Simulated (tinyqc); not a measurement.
Inside a calculation. Model: threshold-voltage variability of a planar MOSFET, analytic estimates.

tinyqc, about 0.01 s, one thread, Intel Xeon 2.30GHz (shared host): `OMP_NUM_THREADS=1 python tinyqc.py 2090115 2090116 out.jsonl` Printed values are rounded.

Three independent sources add in quadrature: random dopants in the depleted layer, metal-gate grains of two orientations, and roughness of the two gate edges acting through the roll-off VT = VT(long) - Vr exp(-L/l). These are first-order estimates: no three-dimensional electrostatics, no percolation.

Values chosen for this exercise; material values close to those of silicon: temperature T = 300 K; band gap Eg = 1.13 eV; relative permittivity of the semiconductor eps_r = 11.7; conduction-band density of states at T Nc = 2.85e19 cm^-3; valence-band density of states at T Nv = 2.62e19 cm^-3; channel doping Na = 9.7e17 cm^-3; oxide-equivalent thickness in inversion ti = 2.2 nm; gate length L = 25 nm; gate width W = 100 nm; metal grain size G = 7 nm; work-function difference of the two grain orientations dW = 0.15 eV; share of the orientation of higher work function p = 0.6; rms roughness of one gate edge De = 1.2 nm; correlation length of the roughness La = 30 nm; decay length of the threshold roll-off l = 4.3 nm; prefactor of the roll-off Vr = 1 V; subthreshold factor n = 1.19; gm/I of a matched pair gI = 10 1/V; spread of the gain factor of one device sb = 1.4 %; number of cells Nb = 1048576; wanted yield Y = 0.99.

Constants: q = 1.602176634e-19 C, kB = 1.380649e-23 J/K, Vt = kB T/q, eps0 = 8.8541878128e-14 F/cm where lengths are in cm. Results are converted to the units shown.

Range of the model: The depletion depth exceeds L, so source and drain share much of the charge and the dopant estimate is rough. gI s exceeds 0.2, so the linear formula for the current mismatch is only a rough guide.

## Random dopants

ni = sqrt(Nc Nv) exp(-Eg/(2 Vt)), Eg in volts; Cox = 3.9 eps0/ti; Wd = sqrt(4 eps0 eps_r Vt ln(Na/ni)/(q Na)); dopants: s1 = (q/Cox) sqrt(Na Wd/(3 L W)). The slope A1 = s1 sqrt(L W); mean number of dopants Na L W Wd.

Cox = 1.569606 uF/cm^2
Wd = 35.72624 nm
mean number of dopants = 86.63612
A1 = 1.097081 mV um
s1 = 21.94162 mV

Counting alone, 1/sqrt(N) of the depletion voltage q Na Wd/Cox = 354 mV, would give sqrt(3) times more: dopants deep in the layer act less on the surface.

## Metal grains and edge roughness

Grains: Ng = L W/G^2 (at least 1), s2 = dW sqrt(p (1 - p)/Ng). Edges, with exponential correlation and u = W/La: the mean gate length has sL^2 = 2 De^2 (2/u)[1 - (1 - exp(-u))/u]; s3 = sL (Vr/l) exp(-L/l).

Ng = 51.02041
s2 = 10.28786 mV
sL = 1.108194 nm
dVT/dL = 0.6943263 mV/nm
s3 = 0.7694481 mV

## Total spread, mismatch and leakage

s = sqrt(s1^2 + s2^2 + s3^2). For a pair: s(dVT) = sqrt(2) s; current mismatch sqrt(2) sqrt((gI s)^2 + sb^2); input offset = current mismatch/gI. For a Gaussian VT the off current is log-normal with mean/median = exp(s^2/(2 (n Vt)^2)).

s = 24.24596 mV
s(dVT) = 34.28896 mV
current mismatch = 34.34608 %
input offset = 34.34608 mV
mean/median of Ioff = 1.364209

The dopants give 81.9 % of the variance; without them s would be 10.3 mV. A current mismatch this large is beyond the linear estimate.

## Iteration 1: margin in standard deviations for the wanted yield

k at the start = 3

Cells fail independently with probability Q(k) = erfc(k/sqrt(2))/2 when the margin is k standard deviations, and Y = exp(-Nb Q(k)). phi = exp(-k^2/2)/sqrt(2 pi). Newton steps on ln Q(k) = ln(-ln(Y)/Nb): k(new) = k + [ln Q - ln(-ln(Y)/Nb)] Q/phi.

Q(k) = 0.001349898
phi = 0.004431848
k after iteration 1 = 6.611030

## Iteration 2: margin in standard deviations for the wanted yield

As before.

Q(k) = 1.908280e-11
phi = 1.289244e-10
k after iteration 2 = 5.690501

## Course of the iteration: margin in standard deviations for the wanted yield

Stop when k changes by less than 1e-9, or after 30 iterations.

Course of the iteration:
```
iteration         k  |change|
1          6.611030      3.61
2          5.690501     0.921
3          5.619755    0.0707
4          5.619334   4.21e-4
5          5.619334   1.49e-8
6          5.619334   < 1e-12
```

Converged in 6 iterations. At the end the number of correct digits about doubles with each step. With s(dVT) = 34.3 mV, 5.62 standard deviations are 193 mV.
